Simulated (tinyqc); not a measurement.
Inside a calculation. Model: off-state leakage of single and stacked transistors.

Computed by the program tinyqc: `OMP_NUM_THREADS=1 python tinyqc.py 2242248 2242249 out.jsonl`, one thread of a shared Intel Xeon 2.30GHz, about 0.03 s for the whole run. Printed values are rounded.

n-channel devices of unit width. Subthreshold current I(Vg, Vs, Vd) = I0 (T/300 K)^0.5 exp[(Vg - Vs - VT(T) - gb (Vs - Vb) + dd (Vd - Vs))/(nf Vt)] (1 - exp(-(Vd - Vs)/Vt)), VT(T) = VT - cT (T - 300 K). Gate-edge tunnelling Ig (Vd/1 V) exp(ag (Vd - 1 V)), for a gate at 0 V, and band-to-band leakage Ab u exp(-Bb/u), u = Vd - Vb + 1 V, flow at a drain held at V; both are taken as independent of T. In a stack of off transistors (all gates at 0 V) the same subthreshold current passes through each.

Values chosen for this exercise; values of the order met in bulk silicon logic transistors: temperature T = 378 K; supply voltage V = 1.1 V; threshold at 300 K, zero drain and body bias VT = 0.28 V; fall of the threshold with temperature cT = 0.8 mV/K; current at threshold at 300 K I0 = 0.54 uA/um; slope factor nf = 1.27; drain-induced lowering per volt dd = 0.14; rise of the threshold per volt of source-body bias gb = 0.12; gate-edge tunnelling current at 1 V Ig = 0.0003 uA/um; exponential slope of the gate current ag = 3.4 1/V; prefactor of band-to-band leakage at the drain Ab = 3 uA/(um V); its exponential voltage Bb = 20 V; body voltage Vb = -0.6 V.

Constants: q = 1.602176634e-19 C, kB = 1.380649e-23 J/K, Vt = kB T/q. Results are converted to the units shown.

## Leakage of one transistor

Vg = Vs = 0, Vd = V; effective threshold VT(T) - gb Vb - dd V.

effective threshold = 0.1356 V
parts (nA/um): subthreshold 22.8570, gate edge 0.463633, band-to-band 4.91461
total = 28.2353 nA/um
shares (%): subthreshold 80.9520, gate edge 1.64203, band-to-band 17.4059

The subthreshold part is the largest.

## Starting value

Vx = dd V/(1 + gb + 2 dd), the solution for Vx well above Vt, rounded to three decimals.

Vx at the start = 0.11 V

## Iteration 1: new Vx

Stack of two, Vx the node between them: I_low = I(0, 0, Vx), I_up = I(0, Vx, V), f = ln(I_up/I_low), f' = -(1 + gb + 2 dd)/(nf Vt) - 1/(Vt (exp(Vx/Vt) - 1)) - 1/(Vt (exp((V - Vx)/Vt) - 1)), Vx(new) = Vx - f/f'.

I_low = 0.774239 nA/um
I_up = 0.801615 nA/um
f = 0.0347473
f' = -34.9278 1/V
Vx after iteration 1 = 0.110995 V

## Iteration 2: new Vx

As before.

I_low = 0.777676 nA/um
I_up = 0.777689 nA/um
f = 1.68889e-5
f' = -34.8940 1/V
Vx after iteration 2 = 0.110995 V

## Course of the iteration

Stop when the step is below 1e-11 V, or after 40 iterations.

Course of the iteration:
```
iteration  Vx before the step (V)  step (V)
1                            0.11   9.95e-4
2                        0.110995   4.84e-7
3                        0.110995  1.12e-13
```

Converged in 3 iterations. The subthreshold current of the stack is 0.7777 nA/um, 29.4 times less than that of one transistor (the drain leakage is unchanged); the estimate exp[dd V (1 + gb + dd)/((1 + gb + 2 dd) nf Vt)] gives 28.5.
